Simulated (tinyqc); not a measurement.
Worked calculation: CIS and TDHF on RHF in the sto-6g basis, for H3-, spin multiplicity 1. The basis has no diffuse functions, so it cannot describe the extra electron: this is an exercise in the method, not the real anion. One step of it, computed by the program tinyqc.

Problem. TDHF (RPA) triplet states. B(ia,jb) = - (ib|ja); the squared energies are the eigenvalues of (A - B)(A + B); 1 hartree = 27.211386 eV.

CIS matrix A, triplet (hartree):
```
          1>3       2>3
1>3  0.879723  0.000088
2>3  0.000088  0.281274
```

Two-electron integrals over orbitals (pq|rs), unique and non-zero (hartree):
```
(11|11) 0.627267    (21|11) -0.000079   (21|21) 0.144496    (22|11) 0.576541
(22|21) 0.000104    (22|22) 0.636618    (31|11) 0.053405    (31|21) 0.000033
(31|22) -0.053678   (31|31) 0.139133    (32|11) 0.000052    (32|21) -0.107395
(32|22) -0.000081   (32|31) -0.000051   (32|32) 0.102518    (33|11) 0.625845
(33|21) -0.000088   (33|22) 0.558570    (33|31) 0.096725    (33|32) 0.000058
(33|33) 0.677395
```

Give: TDHF matrix B, triplet; squared energies w^2; TDHF energies from the positive w^2.

Solution.

TDHF matrix B, triplet (hartree):
```
         1>3      2>3
1>3  -0.1391   0.0001
2>3   0.0001  -0.1025
```

squared energies w^2 (hartree^2): 0.0686  0.7546

TDHF energies from the positive w^2 (eV): 7.1274  23.6372
